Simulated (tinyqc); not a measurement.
Comparisons within one model: electrons shared among three sets of ellipsoidal valleys. A value that a table varies takes the place of the one given here.

F_j(eta) = (1/Gamma(j + 1)) integral_0^infinity x^j dx/(1 + exp(x - eta)), which tends to exp(eta) for eta << 0.

Sets Delta2, Delta4, L: N_i = M_i times N = 2 (m kB T/(4 pi c))^(3/2) with c = hbar^2/2m0, in 1/angstrom^3; times 1e24 for 1/cm^3, m = (ml mt^2)^(1/3); n = sum_i N_i F_1/2((EF - dE_i)/kT), energies from the edge of the first set; mu_drift = sum of share times mobility.

Constants: hbar^2/2m0 = 3.80998211 eV angstrom^2; kB = 8.617333262e-05 eV/K.

Inputs chosen for the exercise (masses and offsets near those of Si; mobilities are free inputs, held fixed; not measured data): dE = (0, 0.121, 0.988) eV (edges of Delta2, Delta4, L above the first, the first two split by strain); M = (2, 4, 4) (valleys in each set); ml = (0.922, 0.922, 1.741) m0 (longitudinal masses of Delta2, Delta4, L); mt = (0.1895, 0.1895, 0.1169) m0 (transverse masses); mu = (1700, 950, 460) cm^2/(V s) (mobility of each set, for current in the plane normal to the Delta2 axis); n = 4.8e+18 1/cm^3 (total electron density); T = 77 K.

## Transfer between valleys with temperature

Offsets, masses and mobilities are held fixed; n is fixed too, so the high values of T stand for hot electrons, not for the lattice.

Populations:
```
T (K)  EF (eV)  share Delta2  share Delta4  share L  mu_drift
77      0.0183        1.0000        0.0000   0.0000      1700
150     0.0118        0.9997        0.0003   0.0000      1700
300    -0.0125        0.9783        0.0217   0.0000      1684
450    -0.0485        0.9121        0.0879   0.0000      1634
600    -0.0937        0.8318        0.1682   0.0000      1574
900    -0.2034        0.7000        0.3000   0.0000      1475
1200   -0.3304        0.6147        0.3853   0.0001      1411
2000   -0.7198        0.5002        0.4971   0.0028      1324
```

The share of Delta2 goes from 1.000 to 0.500 and the mean mobility from 1700 to 1324 cm^2/(V s). Delta2 holds more than Delta4 throughout. The share of L is at most 0.0028.

## Transfer between valleys with doping

Parabolic valleys; band tails and gap narrowing are left out.

Populations:
```
n (1/cm^3)  EF (eV)  share Delta2  share Delta4  share L  mu_drift
1.0e+16     -0.0317        1.0000        0.0000   0.0000      1700
1.0e+17     -0.0162        1.0000        0.0000   0.0000      1700
1.0e+18      0.0008        1.0000        0.0000   0.0000      1700
3.0e+18      0.0119        1.0000        0.0000   0.0000      1700
1.0e+19      0.0320        1.0000        0.0000   0.0000      1700
3.0e+19      0.0685        1.0000        0.0000   0.0000      1700
1.0e+20      0.1420        0.8863        0.1137   0.0000      1615
```

The share of Delta2 goes from 1.000 to 0.886 and the mean mobility from 1700 to 1615 cm^2/(V s). Delta2 holds more than Delta4 throughout. The share of L is at most 8.5e-58.

## Moving the second set by strain or alloying

The second entry of dE is replaced by the values listed; a negative value puts that set lowest.

Populations:
```
offset (eV)  EF (eV)  share Delta2  share Delta4  share L  mu_drift
-0.100       -0.0907        0.0000        1.0000   0.0000       950
-0.050       -0.0407        0.0005        0.9995   0.0000       950
0.000         0.0051        0.3333        0.6667   0.0000      1200
0.025         0.0163        0.8771        0.1229   0.0000      1608
0.050         0.0182        0.9959        0.0041   0.0000      1697
0.100         0.0183        1.0000        0.0000   0.0000      1700
0.150         0.0183        1.0000        0.0000   0.0000      1700
0.200         0.0183        1.0000        0.0000   0.0000      1700
0.300         0.0183        1.0000        0.0000   0.0000      1700
```

The share of Delta2 goes from 0.000 to 1.000 and the mean mobility from 950 to 1700 cm^2/(V s). Delta2 and Delta4 hold equal numbers between offset = 0 and 0.025 eV. The share of L is at most 1.4e-64. With Boltzmann statistics the first two sets are equal at kT ln(N_2/N_1) = 0.0046 eV.

## What moves the populations

All else solved anew. Each row changes one parameter from the base and keeps the others.

Results:
```
case                              EF (eV)  share Delta2  share Delta4  share L  mu_drift (cm^2/(V s))
base                               0.0183        1.0000        0.0000   0.0000                   1700
T = 127 K                          0.0143        0.9999        0.0001   0.0000                   1700
n = 1.44e+19 1/cm^3                0.0414        1.0000        0.0000   0.0000                   1700
dE = (0, 0.0968, 0.988) eV         0.0183        1.0000        0.0000   0.0000                   1700
mt = (0.1895, 0.2274, 0.1169) m0   0.0183        1.0000        0.0000   0.0000                   1700
ml = (0.922, 1.1064, 1.741) m0     0.0183        1.0000        0.0000   0.0000                   1700
mu = (2040, 950, 460) cm^2/(V s)   0.0183        1.0000        0.0000   0.0000                   2040
```

The largest shifts from the base row, up to three for each result and ties (the steps differ in size, so this ranks the rows, not the parameters). EF (eV): n +0.0232, T -0.0040; unchanged at the printed digits by dE, mt, ml and mu. share Delta2: T -0.0001; unchanged at the printed digits by n, dE, mt, ml and mu. share Delta4: T +0.0001; unchanged at the printed digits by n, dE, mt, ml and mu. share L: unchanged at the printed digits by T, n, dE, mt, ml and mu. mu_drift (cm^2/(V s)): mu +340; unchanged at the printed digits by T, n, dE, mt and ml.

Program tinyqc; command `OMP_NUM_THREADS=1 python tinyqc.py 1651694 1651695 out.jsonl`; about 0.01 s on one thread of a shared Intel(R) Xeon(R) Processor @ 2.30GHz.
